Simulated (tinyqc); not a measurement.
Random telegraph noise from one oxide trap in a small MOSFET: one step of the calculation.

An acceptor-like trap exchanges electrons with the channel. Inversion charge Q = Cox u, u = n Vt W0(exp((Vg - VT)/(n Vt))), W0 the Lambert function, n = nf, Cox = eps0 eox/tox; linear regime Id = (W/L) mu Q Vd. Relative to threshold the surface potential rises by Vt ln(u/u0) and the oxide voltage by the rest of Vg - VT, with u0 = n Vt W0(1).

Task. Trap level, time constants and occupancy. N = Cox u/q; dpsi = Vt ln(u/u0); E = E0 - dpsi - (xt/tox)(Vg - VT - dpsi); capture time tc = 1/[(N/zi) vth s0 exp(-xt/lt - EB/Vt)]; emission time te = tc exp(-E/Vt); occupancy te/(tc + te).

Inputs (values chosen for the exercise); values of the order met in silicon transistors: temperature T = 350 K; relative permittivity of the gate insulator (close to hafnium oxide) eox = 22.6; insulator thickness tox = 4.2 nm; depth of the trap from the channel interface xt = 1.3 nm; trap level above the channel Fermi level at threshold E0 = 0.35 eV; capture prefactor s0 = 4e-15 cm^2; capture barrier (lattice relaxation) EB = 0.53 eV; tunnelling decay length lt = 0.16 nm; thermal velocity vth = 1.1e7 cm/s; thickness of the inversion layer zi = 2 nm; threshold voltage VT = 0.22 V; body factor nf = 1.26; gate voltage Vg = 1.06 V.

Constants: q = 1.602176634e-19 C, kB = 1.380649e-23 J/K, Vt = kB T/q, eps0 = 8.8541878128e-14 F/cm where lengths are in cm. Results are converted to the units shown.

Find: u; N; dpsi; E; tc; te; occupancy.

Result.

u = 0.7278 V
N = 2.164e13 cm^-2
dpsi = 0.1062 V
E = 0.01671 eV
tc = 0.03038 s
te = 0.01746 s
occupancy = 0.3650

The trap lies 0.55 Vt above the Fermi level, so it is empty most of the time.

Range of the model: VT is taken as given; short-channel effects and the uneven flow of current among few electrons are left out.

Numbers from tinyqc (`OMP_NUM_THREADS=1 python tinyqc.py 2710056 2710057 out.jsonl`; about 0.01 s on one thread of a shared Intel Xeon 2.30GHz).
